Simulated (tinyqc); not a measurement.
Wannier function of the lower band of a two-orbital chain, step by step. Values are carried at full precision from step to step, so a last printed digit may differ when a step is redone from the rounded ones.

H(k) = [[-d/2 - 2 ta cos k, -t1 - t2 exp(-ik)], [-t1 - t2 exp(ik), d/2 - 2 tb cos k]], k in 1/a, Bloch sums with exp(ikR) and without the positions inside the cell. Mesh k_j = 2 pi j/N. Projection gauge: each lower eigenvector u is multiplied by the phase that makes <trial|u> real and positive (the one-band case of Loewdin orthogonalisation). Wannier amplitudes w(R) = (1/N) sum_k exp(ikR) u(k); hoppings H(R) = (1/N) sum_k exp(-ikR) E(k).

Parameters, chosen for this exercise: d = -0.19 eV (A at -d/2, B at +d/2); t1 = 1.76 eV (A-B in the cell); t2 = 1.47 eV (B to A of the next cell); ta = -0.24 eV (A-A between cells); tb = 0.01 eV (B-B between cells); N = 5 (k points); th = 20 degrees (trial orbital cos(th) A + sin(th) B in cell 0); xb = 0.37 a (position of B (A at 0)); a = 4.7 angstrom (period); kq = 0.75 1/a (point off the mesh).

## Bloch states in the projection gauge

Diagonalise at each mesh point and fix the phase.

Mesh:
```
j  E lower (eV)  E upper (eV)               u_A               u_B  |<trial|u>|
0       -3.0184        3.4784           0.66850           0.74371       0.8826
1       -2.5533        2.6954  0.67532-0.10547i  0.66996+0.28979i       0.8637
2       -1.2271        0.8550  0.72344-0.16777i  0.48581+0.46096i       0.8460
3       -1.2271        0.8550  0.72344+0.16777i  0.48581-0.46096i       0.8460
4       -2.5533        2.6954  0.67532+0.10547i  0.66996-0.28979i       0.8637
```

The projection is smallest at j = 2 and 3 (0.8460); the gauge is smooth as long as it stays away from zero.

## The Wannier function

w(R) = (1/N) sum_j exp(2 pi i j R/N) u_j, for the N cells nearest the origin; it is real.

Amplitudes:
```
R      on A     on B
-2   0.0436  -0.1152
-1  -0.0965   0.2930
0    0.6932   0.6110
1    0.0626  -0.1443
2   -0.0344   0.0992
```

norm = 1.0000

Cell 0 holds 85.4 % of the weight.

## Centre and spread in real space

Point-like orbitals at R (A) and R + xb (B): centre <x>, spread <x^2> - <x>^2.

centre in units of a = 0.107
centre in angstrom = 0.505
spread = 5.056 angstrom^2

## The same from overlaps (Marzari-Vanderbilt)

b = 2 pi/N; M_j = u_j^+ diag(1, exp(-i b xb)) u_(j+1), with u_N = u_0. Centre = -(1/2 pi) sum arg M_j; gauge-invariant part Omega_I = (1/(N b^2)) sum (1 - |M_j|^2); gauge-dependent part Omega_D = (1/(N b^2)) sum (arg M_j + b centre)^2.

Overlaps:
```
j   |M_j|  arg M_j (rad)
0  0.9986        -0.1016
1  0.9962        -0.0931
2  0.3574        -0.4897
3  0.9962        -0.0931
4  0.9986        -0.1016
```

centre from overlaps = 0.140 a
Omega_I = 0.1131 a^2
Omega_D = 0.0156 a^2

The centre is the Berry phase over 2 pi and does not depend on the trial orbital (modulo a). Omega_D is 12.1 % of the total; in one dimension a gauge that spreads the phase evenly removes it. The total is 0.1287 a^2, against 0.3005 a^2 (centre 0.113 a) in real space on 96 cells. The overlaps are finite differences in k, which are coarse on this mesh, and the function does not fit into N cells.

## Hoppings and interpolation

H(R) = (1/N) sum_j E_j cos(2 pi j R/N) for R = 0 to N/2. Interpolation: E(k) = H(0) + 2 sum H(R) cos(kR), the term R = N/2 of an even mesh counted once.

H(0), H(1), ... (eV): -2.1158  -0.5222  0.0709

interpolated E(kq) = -2.8699 eV

The exact value is -2.8519 eV; the interpolation is off by -18.0 meV. Though the chain has short hoppings, the single band has longer ones, made by paths through the other orbital, which the tails of the Wannier function carry.

## Checks

- Centre from overlaps against the real-space centre on 200 points: 0.1128 against 0.1127.
- Omega_I + Omega_D against the real-space spread on 200 points: 0.300 against 0.301.

Run: tinyqc, `OMP_NUM_THREADS=1 python tinyqc.py 1451867 1451868 out.jsonl`; Intel(R) Xeon(R) Processor @ 2.30GHz, one thread, shared host; about 0.1 s of CPU time with all checks.
